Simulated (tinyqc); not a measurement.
Range and order of the fit: effective mass of the conduction band from tabulated energies.

c = hbar^2/2m0.
Constants: hbar^2/2m0 = 3.80998211 eV angstrom^2.

Energies along [111], from the band edge:
```
k (1/angstrom)    E (meV)
0.000000          0.00000
0.006100          3.62640
0.012200         14.29670
0.018300         31.43520
0.024400         54.22700
0.030500         81.76240
0.036600        113.15190
0.042700        147.59440
0.048800        184.40440
```

reference mass (curvature of the model at k = 0.0001 1/angstrom) = 0.038900 m0

Least-squares fits of E = a k^2 (+ b k^4 + d k^6) over points 1 to n, and the line y = c k^2/E against E; errors of m against the reference.

Results:
```
n  E at point n (meV)  one term (%)  two terms (%)  three terms (%)  line (%)  rms residual, one term (meV)
3                31.4          3.91           0.13             0.00     -0.01                         0.185
4                54.2          6.50           0.39             0.02     -0.02                         0.523
5                81.8          9.60           0.85             0.07     -0.03                         1.120
6               113.2         13.13           1.54             0.18     -0.06                         2.032
7               147.6         17.03           2.47             0.39     -0.10                         3.295
8               184.4         21.27           3.63             0.69     -0.16                         4.927
```

What can be read from this table?

The error of the parabola goes from +3.91 to +21.27 % as the range widens, and at n = 8 its residual, 4.93 meV, is only 2.7 % of the top energy: a small residual does not vouch for the mass. Over the full range (n = 8) the best form is the line (0.16 %); the line errs by -0.01 % at n = 3 and -0.16 % at n = 8. Without scatter, a narrower range or a second term is the cure: at n = 8 the errors are +21.27, +3.63 and +0.69 % for one, two and three terms. Three terms on three points interpolate exactly.

Run: tinyqc, `OMP_NUM_THREADS=1 python tinyqc.py 1851040 1851041 out.jsonl`; Intel(R) Xeon(R) Processor @ 2.30GHz, one thread, shared host; about 0.01 s of CPU time with all checks.
